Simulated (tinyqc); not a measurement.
Force balance against energy balance: elastic strain and critical thickness of a cubic alloy layer A(1-x)B(x) on a thick substrate. Computed by tinyqc, a small Python program. Command: `OMP_NUM_THREADS=1 python tinyqc.py 3011949 3011950 out.jsonl misfit walk`. One thread of a shared host (Intel(R) Xeon(R) Processor @ 2.30GHz), about 0.01 s of CPU time with the checks.

Strain is positive in tension. The layer is coherent with the substrate unless said otherwise.

Inputs (values chosen for the exercise, modelled on Ga(1-x)In(x)As on InP):
```
quantity                        value      unit
fraction x of B                  0.61         -
lattice constant a_A            5.653  angstrom
lattice constant a_B            6.058  angstrom
substrate lattice constant a_S  5.869  angstrom
```

Growth plane: (001). Layer: uncapped. Misfit dislocation: 60-degree.

C11, C12, C44 of A (GPa): 120.9  53.78  58.94

C11, C12, C44 of B (GPa): 81.64  45.69  39.02

Method:
- a = (1 - x) a_A + x a_B, the same rule for each C_ij; misfit f = (a_S - a)/a, the in-plane strain of the coherent layer.
- Voigt averages: G = (C11 - C12 + 3 C44)/5, B = (C11 + 2 C12)/3, nu = (3 B - 2 G)/(2 (3 B + G)); b = a/sqrt(2). The 60-degree dislocation has cos alpha = 1/2, and cos lambda = 1/2 on (001).
- Matthews-Blakeslee: h_c = A [ln(h_c/b) + 1], A = b (1 - nu cos^2 alpha)/(8 pi |f| (1 + nu) cos lambda), the factor 8 pi being that of an uncapped layer.
- People-Bean: h_c = P ln(h_c/b), P = (1 - nu)/(1 + nu) b^2/(16 pi sqrt(2) a f^2). The misfit is scaled by 0.25, 0.4, 0.6, 1, 1.5, 2.2 at fixed a, b and nu; the upper root is taken, and rows with A < 1.3 b or P < 3 b, where the roots shrink to the core size or vanish, are left out.

misfit f = -0.00526267

prefactor A = 4.69804 nm

Poisson ratio nu = 0.256638

Burgers vector b = 0.417197 nm

free lattice constant a = 5.90005 angstrom

Critical thickness:
```
|f| (%)  Matthews-Blakeslee (nm)  People-Bean (nm)   ratio
0.1316                    126.12             14864  117.85
0.2105                     72.29              5227   72.31
0.3158                     44.37              2099   47.30
0.5263                     23.67               652   27.54
0.7894                     14.17               252   17.80
1.1578                      8.60               100   11.68
```

What does the comparison show, and why?

The exponents d ln h_c/d ln f are -1.18 and -2.22 between the first rows, steeper than the -1 and -2 of the prefactors because of the logarithm. The ratio falls from 118 to 11.7 as the misfit grows. Where People-Bean lies above, a layer between the lines is metastable: dislocations would lower the energy but have to be nucleated.
